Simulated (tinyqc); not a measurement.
Ballistic Schottky-barrier transistor with a one-dimensional channel, WKB contacts: one step of the calculation.

Source Fermi level 0, drain Fermi level -Vd. Far from the contacts Ec = pn - psi, and the gate moves psi one to one; the band edges relax as exp(-x/lam) from pn at the source and pn - Vd at the drain; Ev = Ec - Eg. A carrier of energy w inside the channel band meets at a contact a barrier of height D (the contact edge beyond the channel edge): T = 1 for w >= D, else exp(-S), S = 4 lam sqrt(m/C) [sqrt(D - w) - sqrt(w) arctan sqrt((D - w)/w)], C = hbar^2/(2 m0). The two contacts combine as Ts Td/(Ts + Td - Ts Td).

Task. Transmission of one of the electrons. S and T at both contacts for w = w0, and the tunnelling distance lam ln(D/w) at the higher barrier.

Inputs (values chosen for the exercise); channel values close to those of a germanium nanowire: electron mass mn = 0.12 m0; screening length at the contacts lam = 2.7 nm; energy of one carrier inside the channel band w0 = 0.073 eV.

Constants: q = 1.602176634e-19 C, hbar = 1.054571817e-34 J s, m0 = 9.1093837015e-31 kg, hbar^2/(2 m0) = 0.0380998212 eV nm^2. Results are converted to the units shown.

D for electrons (eV): source 0.30000000, drain 0.25000000

Find: S at the source; S at the drain; combined T; tunnelling distance.

Result.

S at the source = 3.6689
S at the drain = 2.8856
combined T = 0.017818
tunnelling distance = 3.8160 nm

Range of the model: No scattering, image-force lowering, channel charge or band-to-band tunnelling; parabolic kappa overstates S deep in the gap.

Computed by the program tinyqc: `OMP_NUM_THREADS=1 python tinyqc.py 2390103 2390104 out.jsonl`, one thread of a shared Intel Xeon 2.30GHz, about 0.07 s for the whole run.
